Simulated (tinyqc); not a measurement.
## Thin film between two gates, subbands and threshold shift from confinement: charge and subband filling against gate voltage

Undoped body with a flat potential across it, hard walls, transport along x. One isotropic valley (g = 1, mx = my = mz = me). Non-parabolicity enters the subband edges through E (1 + al E) = gamma, so E = 2 gamma/(1 + sqrt(1 + 4 al gamma)); motion within a subband is taken as parabolic with the band-edge mass. Energies are counted from the bulk band edge.

gamma = C (pi k/(t + dl))^2/mz, C = hbar^2/(2 m0). Each subband has N_k = g sqrt(mx my) m0 kB T/(pi hbar^2). With degeneracy n = sum N_k F((EF - E_k)/Vt), F(x) = ln(1 + exp(x)); gate: Vg = EF + q n/(Cg P), P = 2 (both faces), summed over the 60 lowest subbands at most, with Vg counted from the value that would put EF at the bulk band edge of an empty body. Cq = q dn/dEF.

Parameters, values chosen for the exercise; masses close to those of In0.53Ga0.47As:
- T = 400 K (temperature)
- me = 0.0404 m0 (mass at the band edge)
- al = 1.2 1/eV (non-parabolicity)
- t = 12.4 nm (film thickness (along z))
- dl = 0 nm (widening of the box by penetration into the insulator)
- Cg = 2.5 uF/cm^2 (gate capacitance per area of interface)

Constants: q = 1.602176634e-19 C, kB = 1.380649e-23 J/K, hbar = 1.054571817e-34 J s, m0 = 9.1093837015e-31 kg, Vt = kB T/q, hbar^2/(2 m0) = 0.0380998212 eV nm^2. Results are converted to the units shown.

Charge and subband filling against gate voltage:
```
Vg (V)	EF - E_1 (eV)	n (cm^-2)	n/P (cm^-2)	share of the lowest subband (%)	Cq/(Cg P)	total C/(Cg P)
-0.09	-0.1469	8.278e9	4.139e9	98.25	0.007642	0.007585
0.04	-0.02432	2.385e11	1.193e11	97.88	0.1834	0.1550
0.16	0.06401	1.227e12	6.135e11	94.92	0.5227	0.3433
0.29	0.1423	2.842e12	1.421e12	84.81	0.8172	0.4497
0.41	0.2043	4.650e12	2.325e12	74.20	1.028	0.5068
0.54	0.2664	6.770e12	3.385e12	66.41	1.165	0.5382
0.66	0.3197	8.852e12	4.426e12	60.94	1.354	0.5752
0.79	0.3727	1.126e13	5.628e12	55.88	1.536	0.6057
0.91	0.4191	1.355e13	6.775e12	52.20	1.624	0.6189
```

EF passes E_1 = 0.0567 eV at Vg = 0.0699 V. The share of the lowest subband falls from 98.3 to 52.2 % and the total capacitance rises from 0.00758 to 0.619 of Cg P. In the last row 39 % of an added gate voltage goes into raising EF (from the last two rows). For Vg = 0.16, 0.29, 0.41, 0.54, 0.66, 0.79, 0.91 the charge would bend the potential across the body noticeably, which is left out.

Range of the model: Non-parabolicity also makes carriers heavier within each subband, which is left out, so densities of states are understated at high energy.

Numbers from tinyqc (`OMP_NUM_THREADS=1 python tinyqc.py 2350095 2350096 out.jsonl`; about 0.02 s on one thread of a shared Intel Xeon 2.30GHz).
